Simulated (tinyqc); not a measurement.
Worked calculation: inversion layer as a triangular well, valleys of the Ge type. Values are carried at full precision from step to step, so a last printed digit may differ when a step is redone from the rounded ones.

Four ellipsoidal valleys (eight halves) with their long axes along <111>, mass ml along the axis and mt across it. For a valley whose axis makes the angle theta with the surface normal, 1/m_z = cos^2(theta)/ml + sin^2(theta)/mt sets the confinement; in the plane the masses are m_1 = mt and m_2 = ml mt/m_z, and m_d = sqrt(m_1 m_2). The Gamma and Delta valleys are left out; the heavy Delta valleys, about 0.18 eV up, can lie lowest under strong confinement.

Constants: e^2/(4 pi eps0) = 14.39964547 eV angstrom; hbar^2/2m0 = 3.80998211 eV angstrom^2; kB = 8.617333262e-05 eV/K.

Inputs chosen for the exercise (near those of Ge; shifted at random, so the results belong to these values and not to a real crystal):
- ml = 1.573 m0 (longitudinal mass)
- mt = 0.083 m0 (transverse mass)
- face = 110 (surface)
- eps = 16.2 (dielectric constant)
- Ns = 11 x 1e12/cm^2 (electron sheet density)
- Nd = 0.1 x 1e12/cm^2 (depletion charge)
- eta = 0.5 (share of Ns in the effective field)
- T = 400 K (temperature)
- tox = 24 angstrom (SiO2-equivalent oxide thickness)

## Valley masses on the (110) face

Group the valleys by their angle to the normal, heaviest m_z first.

Valleys (masses in m0):

| valleys g | cos^2(theta) | m_z | m_1 | m_2 | m_d |
|---|---|---|---|---|---|
| 2 | 0.6667 | 0.2252 | 0.0830 | 0.5797 | 0.2193 |
| 2 | 0.0000 | 0.0830 | 0.0830 | 1.5730 | 0.3613 |

The 2 valleys with the heaviest m_z will give the lowest ladder of subbands.

## Effective field

The field is taken as constant, e F = 4 pi (e^2/4 pi eps0)(Nd + eta Ns)/eps, with 1e12/cm^2 = 1e-4/angstrom^2, and the oxide as a hard wall at z = 0; c = hbar^2/2m0.

Find e F, and F in MV/cm (1 MV/cm = 0.01 V/angstrom).

e F = 0.00625511 eV/angstrom
F = 0.6255 MV/cm

## Subband ladders

Level j of a valley lies at E_j = a_j (c (e F)^2/m_z)^(1/3) above the band edge at the surface, with the Airy zeros a_j = 2.338107, 4.087949, 5.520560, 6.786708, 7.944134, 9.022651, 10.040174, 11.008524, 11.936016, 12.828777, and has <z> = 2 E_j/(3 e F).

The ten lowest levels of all groups of valleys together, j = 0, 1, ..., c = hbar^2/2m0; primes mark the groups with lighter m_z.

Subbands:

| label | valleys g | m_d (m0) | E (eV) | <z> (angstrom) |
|---|---|---|---|---|
| 0 | 2 | 0.2193 | 0.2038 | 21.72 |
| 0' | 2 | 0.3613 | 0.2842 | 30.29 |
| 1 | 2 | 0.2193 | 0.3563 | 37.97 |
| 2 | 2 | 0.2193 | 0.4811 | 51.28 |
| 1' | 2 | 0.3613 | 0.4969 | 52.96 |
| 3 | 2 | 0.2193 | 0.5914 | 63.04 |
| 2' | 2 | 0.3613 | 0.6710 | 71.52 |
| 4 | 2 | 0.2193 | 0.6923 | 73.79 |
| 5 | 2 | 0.2193 | 0.7863 | 83.80 |
| 3' | 2 | 0.3613 | 0.8250 | 87.92 |

The second subband is 0', 80.4 meV above the first. Levels above about 0.5 eV lie beyond parabolic valleys.

## Fermi level and populations

Subband i holds n_i = g m_d/(2 pi c) kB T ln(1 + exp((EF - E_i)/kB T)) (spin included), and EF is fixed by sum n_i = Ns over the levels listed or, where none are listed, over j = 0 to 9 of each group; 1e12/cm^2 = 1e-4/angstrom^2.

Solve for EF; c = hbar^2/2m0. The mean distance is sum n_i <z>_i/Ns.

EF = 0.2385 eV

Populations:

| label | (EF - E)/kB T | n (1e12/cm^2) | share (%) |
|---|---|---|---|
| 0 | 1.01 | 8.333 | 75.8 |
| 0' | -1.33 | 2.451 | 22.3 |
| 1 | -3.42 | 0.204 | 1.9 |
| 2 | -7.04 | 0.006 | 0.1 |
| 1' | -7.50 | 0.006 | 0.1 |
| 3 | -10.24 | 0.000 | 0.0 |
| 2' | -12.55 | 0.000 | 0.0 |
| 4 | -13.17 | 0.000 | 0.0 |
| 5 | -15.89 | 0.000 | 0.0 |
| 3' | -17.01 | 0.000 | 0.0 |

mean distance from the surface = 23.96 angstrom

The lowest subband holds 75.8 % of the electrons and is partly degenerate (EF within a few kB T of its edge).

## Effect on the gate capacitance

The charge sits at the mean distance <z> from the surface, which adds (3.9/eps) <z> to the oxide thickness; C/Cox = tox/(tox + 3.9 <z>/eps). The density-of-states term is left out.

added thickness = 5.77 angstrom
C/Cox = 0.806

## Checks

- Lowest level by finite differences against the Airy formula, eV: both 0.2038.

Computed by tinyqc, a small Python program: `OMP_NUM_THREADS=1 python tinyqc.py 1251472 1251473 out.jsonl` (the numbers bound the seed that draws the inputs); one thread of a shared host (Intel(R) Xeon(R) Processor @ 2.30GHz), about 0.01 s for the whole set of steps.
